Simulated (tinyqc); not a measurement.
Gate sheet resistance from two finger widths.

Inverse problem. At low frequency R = Rsh Wf/(3 L) + B/Wf, where B collects the channel and vertical terms. Find Rsh, B and the width of lowest R.

Values chosen for this exercise:
- L = 0.06 um (channel length)

input resistance of single fingers, contacted at one end, of width 0.5 and 8.8 um (ohm): 146.88889  690.58081

Solution. R Wf is a straight line in Wf^2; the minimum of R lies where both terms are equal.

Rsh = 14.00 ohm/square
B = 54.00 ohm um
width of lowest R = 0.8332 um

Computed by the program tinyqc: `OMP_NUM_THREADS=1 python tinyqc.py 2262067 2262068 out.jsonl`, one thread of a shared Intel Xeon 2.30GHz, about 0.01 s for the whole run.
